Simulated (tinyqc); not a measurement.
Square-lattice Ising model by mean field, Bethe lattice, transfer matrix, exact enumeration and Monte Carlo steps: one step, computed by the program tinyqc. Command: `OMP_NUM_THREADS=1 python tinyqc.py 3013248 3013249 out.jsonl ising walk`. One thread of a shared host (Intel(R) Xeon(R) Processor @ 2.30GHz), about 1 s of CPU time with the checks.

H = -J sum over nearest pairs s_i s_j, s = +-1, no field, periodic boundaries; energies per site are in J. As a lattice gas or an alloy, s marks which species holds the site.

Problem. Metropolis steps. h is the sum of the four neighbours. dE = 2 J s h; flip if u < p = min(1, exp(-2 K s h)).

Inputs (values chosen for the exercise, for a model lattice): temperature T = 506 K.

Monte Carlo rule: Metropolis.

start configuration, 5 x 5, rows and columns numbered from 1:
```
   1   2   3   4  5
1  1  -1   1  -1  1
2  1  -1   1   1  1
3  1  -1  -1  -1  1
4  1   1   1   1  1
5  1   1  -1  -1  1
```

Random draws:

| step | row | column | u |
|---|---|---|---|
| 1 | 2 | 1 | 0.9704 |
| 2 | 4 | 2 | 0.6486 |
| 3 | 5 | 5 | 0.2310 |
| 4 | 3 | 3 | 0.4740 |
| 5 | 5 | 3 | 0.7732 |
| 6 | 1 | 5 | 0.9303 |
| 7 | 3 | 2 | 0.0797 |
| 8 | 5 | 1 | 0.7482 |
| 9 | 4 | 4 | 0.1157 |
| 10 | 4 | 5 | 0.7433 |
| 11 | 2 | 4 | 0.6255 |
| 12 | 2 | 1 | 0.3801 |
| 13 | 4 | 2 | 0.2553 |
| 14 | 3 | 5 | 0.7179 |

K = 0.2545655

Give: Steps; configuration after the steps.

Solution.

Steps:

| step | s before | h | p | s after |
|---|---|---|---|---|
| 1 | 1 | 2 | 0.361 | 1 |
| 2 | 1 | 2 | 0.361 | 1 |
| 3 | 1 | 2 | 0.361 | -1 |
| 4 | -1 | 0 | 1.000 | 1 |
| 5 | -1 | 2 | 1.000 | 1 |
| 6 | 1 | 0 | 1.000 | -1 |
| 7 | -1 | 2 | 1.000 | 1 |
| 8 | 1 | 2 | 0.361 | 1 |
| 9 | 1 | 0 | 1.000 | -1 |
| 10 | 1 | 0 | 1.000 | -1 |
| 11 | 1 | 0 | 1.000 | -1 |
| 12 | 1 | 2 | 0.361 | 1 |
| 13 | 1 | 4 | 0.130 | 1 |
| 14 | 1 | 0 | 1.000 | -1 |

configuration after the steps:
```
   1   2  3   4   5
1  1  -1  1  -1  -1
2  1  -1  1  -1   1
3  1   1  1  -1  -1
4  1   1  1  -1  -1
5  1   1  1  -1  -1
```

9 of the 14 steps changed a spin; the sum of spins went from 9 to 3.
